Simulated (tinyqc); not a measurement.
X-ray photoelectron analysis of a thin oxide on a semiconductor: attenuation lengths, thickness, angle series and band offsets: one step, computed by the program tinyqc. Command: `OMP_NUM_THREADS=1 python tinyqc.py 3110454 3110455 out.jsonl xps walk`. One thread of a shared host (Intel(R) Xeon(R) Processor @ 2.30GHz), about 0.01 s of CPU time with the checks.

The same element is seen in the oxide and in the substrate, at nearly the same kinetic energy; films are flat and uniform, and the work function is ignored.

Task: Band offsets by core levels. Valence band offset = (E_core - E_v)(substrate) - (E_core - E_v)(oxide) + (core level separation at the interface, oxide less substrate). The separation is made here from the given offset; a uniform field F that raises the binding energy towards the surface shifts the oxide peak by e F <z>, <z> = d/(1 - exp(-x)) - d/x, x = d/(L_o cos theta), being the mean distance from the interface. Conduction band offset = oxide gap - substrate gap - valence band offset.

Inputs (values chosen for the exercise, modelled on SiO2 on 4H-SiC):

| quantity | value | unit |
|---|---|---|
| oxide gap | 8.8 | eV |
| substrate gap | 3.26 | eV |
| oxide thickness d | 1 | nm |
| valence band offset used to make the data | 2.85 | eV |
| core level less valence band top, substrate | 98.9 | eV |
| core level less valence band top, thick oxide | 98.49 | eV |
| field in the oxide | 1.2 | MV/cm |

d/(L_o cos theta) = 0.5136965

Give: separation without field; <z>; separation with field; apparent valence band offset; true conduction band offset; apparent conduction band offset.

Result:

separation without field = 2.44 eV

<z> = 0.5426 nm

separation with field = 2.505 eV

apparent valence band offset = 2.915 eV

true conduction band offset = 2.69 eV

apparent conduction band offset = 2.625 eV

The field biases both offsets by 0.065 eV, in opposite directions.
